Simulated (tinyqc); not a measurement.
Vertical double-diffused power MOSFET, components of the on-resistance: one step of the calculation.

Stripe cells of pitch Wp + a, two channels a cell. Current flows through the channels, spreads in the accumulation layer, passes the gap between the p bodies and spreads at 45 degrees into the drift layer below them. Low drain voltage, full ionisation.

Problem. Components of the on-resistance. Pitch p = Wp + a, Cox = 3.9 eps0/tox; zero-bias depletion in the gap w0 = sqrt(2 eps0 eps_r Vbi/(q N Nj)), open gap g = a - 2 w0; R_ch = Lc p/(2 mch Cox Vov); R_acc = 0.6 a p/(4 mac Cox Vov), 0.6 being an empirical factor for current leaving the layer along its length; R_gap = (rho/Nj) xp p/g; spreading depth t = min(W, (p - g)/2); R_drift = (rho p/2) ln((g + 2 t)/g) + rho (W - t); R_on = the sum with Rs.

Values chosen for this exercise; bulk values close to those of silicon: relative permittivity eps_r = 11.7; gate oxide thickness (eps_r 3.9) tox = 52 nm; gate overdrive Vov = 13 V; channel mobility mch = 200 cm^2/(V s); accumulation-layer mobility mac = 610 cm^2/(V s); channel length Lc = 1.1 um; width of the p body in one cell, channels included Wp = 3.2 um; gap between neighbouring p bodies a = 3 um; depth of the p body xp = 0.7 um; doping of the gap over the drift doping Nj = 1; built-in voltage of the body junction Vbi = 0.826 V; substrate and contact resistance Rs = 0.45 mohm cm^2.

Constants: q = 1.602176634e-19 C, eps0 = 8.8541878128e-14 F/cm where lengths are in cm. Results are converted to the units shown.

drift doping N = 2.1371942e16 cm^-3
drift thickness W = 1.3473044 um
electron mobility mu at T = 1250 cm^2/(V s)
drift resistivity rho = 0.23363376 ohm cm

Find: w0; g; components; R_on; shares.

Solution.

w0 = 0.2236 um
g = 2.553 um
components (mohm cm^2): channel 0.1975, accumulation 0.05298, gap 0.03972, drift 0.05219, substrate 0.4500
R_on = 0.7924 mohm cm^2
shares (%): channel 24.92, accumulation 6.69, gap 5.01, drift 6.59, substrate 56.79

The substrate term is the largest. R_on is 25.2 times the ideal drift resistance rho W, and spreading raises the drift term to 1.66 times it.

Numbers from tinyqc (`OMP_NUM_THREADS=1 python tinyqc.py 2230120 2230121 out.jsonl`; about 0.01 s on one thread of a shared Intel Xeon 2.30GHz).
